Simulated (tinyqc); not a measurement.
Narrowing from the saturation current.

Inverse problem. A uniform n-type emitter has J0 = (q p0 D/L)(s + tanh(W/L))/(1 + s tanh(W/L)), D = mup Vt, s = S L/D, and p0 = (ni^2/N) exp(dE_app/kB T), where dE_app = dEg + kB T ln[(N/Nc) exp(-eta)]. Find p0, dE_app and dEg.

Parameters, values chosen for the exercise; band and dielectric values close to those of silicon: temperature T = 300 K; conduction-band density of states at 300 K Nc = 2.85e19 cm^-3; ionised donor density N = 1.1e19 cm^-3; minority-hole mobility mup = 150 cm^2/(V s); emitter width W = 270 nm; recombination velocity at the contact S = 6000 cm/s.

Constants: q = 1.602176634e-19 C, kB = 1.380649e-23 J/K, Vt = kB T/q. Results are converted to the units shown.

J0 = 177.14986 fA/cm^2
L = 2735.1563 nm
ni = 8.9106129e9 cm^-3
converged eta = -0.81627859

Answer. J0 gives p0, its ratio to ni^2/N gives dE_app, and the degeneracy term is taken off.

p0 = 156 cm^-3
dE_app = 79.4 meV
dEg = 82.9 meV

Computed by the program tinyqc: `OMP_NUM_THREADS=1 python tinyqc.py 2330126 2330127 out.jsonl`, one thread of a shared Intel Xeon 2.30GHz, about 0.01 s for the whole run.
